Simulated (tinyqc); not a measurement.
# Van der Pauw, Hall and four-point-probe measurements on a doped layer: correction factor against the shape of the sample

A uniform p-type layer with sheet resistance Rs = 1/(q ns mu), point contacts, low field (mu B small).

Rs = 1/(q ns mu). For a rectangle with contacts at the corners, RA = (8 Rs/pi) sum_(k>=0) ln coth((2k + 1) pi a/(2 b)) with current along a short side b and voltage along the opposite one, RB the same with a and b exchanged. ar = a/b. F = Rs/[(pi/ln 2)(RA + RB)/2]; small-asymmetry estimate 1 - (ln 2/2) d^2 - ((ln 2)^2/4 - (ln 2)^3/12) d^4 with d = (RB - RA)/(RB + RA).

Parameters, values chosen for the exercise: sheet density of the layer ns = 8.7e11 cm^-2; drift mobility mu = 46 cm^2/(V s).

Constants: q = 1.602176634e-19 C. Results are converted to the units shown.

Result of one run:
```
ar,RA (ohm),RB (ohm),RB/RA,F,estimate of F
1,3.441e4,3.441e4,1.000,1.000,1.000
```

What becomes of these results when the side ratio a/b of a rectangular sample with corner contacts ar is changed from 1 to 1.14, all else the same?

Result of the changed run:
```
ar,RA (ohm),RB (ohm),RB/RA,F,estimate of F
1.14,2.213e4,5.076e4,2.293,0.9442,0.9444
```

The whole series:
```
ar,RA (ohm),RB (ohm),RB/RA,F,estimate of F
1,3.441e4,3.441e4,1.000,1.000,1.000
1.14,2.213e4,5.076e4,2.293,0.9442,0.9444
1.29,1.381e4,7.027e4,5.089,0.8185,0.8249
1.43,8892,8.975e4,10.09,0.6977,0.7254
1.57,5727,1.100e5,19.22,0.5944,0.6577
1.71,3689,1.309e5,35.48,0.5114,0.6167
1.86,2303,1.536e5,66.70,0.4415,0.5917
2,1483,1.750e5,118.0,0.3899,0.5787
```

RB/RA rises from 1.00 to 118 and F falls from 1.00 to 0.390. The estimate is 0.78 % above F at a/b = 1.29 and 48 % above it in the last row. RA shrinks about as exp(-pi a/b): by a factor of 1.55 between the last two rows, against 1.55.

Program tinyqc, `OMP_NUM_THREADS=1 python tinyqc.py 2850145 2850146 out.jsonl`; Intel Xeon 2.30GHz, shared host, one thread, about 0.01 s.
